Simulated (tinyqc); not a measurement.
Critical temperature from a phonon spectrum: McMillan, Allen-Dynes and the linearised Eliashberg equation: one step, computed by the program tinyqc. Command: `OMP_NUM_THREADS=1 python tinyqc.py 3018497 3018498 out.jsonl eliashberg walk`. One thread of a shared host (Intel(R) Xeon(R) Processor @ 2.30GHz), about 0.01 s of CPU time with the checks.

alpha^2 F(omega) = sum_i (lambda_i omega_i/2) delta(omega - omega_i), so that lambda = 2 int alpha^2 F/omega d omega = sum_i lambda_i.

Task: The small kernel at the trial temperature. Linearised Eliashberg equation at omega_n = (2n + 1) pi k_B T, n = 0..N-1: lambda(j) = sum_i lambda_i omega_i^2/(omega_i^2 + (2 pi j k_B T)^2); K_mn = lambda(m - n) + lambda(m + n + 1) - 2 mu*(N) - delta_mn [2m + 1 + lambda(0) + 2 sum_(j=1..m) lambda(j)], with 1/mu*(N) = 1/mu* + ln(omega_rms/omega_N), omega_N = (2N + 1) pi k_B T. T_c is where the largest eigenvalue rho of K is zero.

Inputs (values chosen for the exercise, for a model metal):

| quantity | value | unit |
|---|---|---|
| peak energy omega_1 | 16.5 | meV |
| coupling lambda_1 | 1.28 | - |
| Coulomb pseudopotential mu* | 0.12 | - |
| trial temperature | 28.9 | K |
| Matsubara points N in the small matrix | 3 | - |

Peaks in alpha^2 F: one.

omega_rms = 16.5 meV

Constants: k_B = 8.617333262e-05 eV/K.

Give: lambda(j), j = 0, 1, ...; mu*(N); K.

Result:

lambda(j), j = 0, 1, ...: 1.280  0.674  0.278  0.141  0.083  0.055

mu*(N) = 0.1402

K:
```
        1       2       3
1  -0.606   0.672   0.139
2   0.672  -4.487   0.477
3   0.139   0.477  -7.131
```
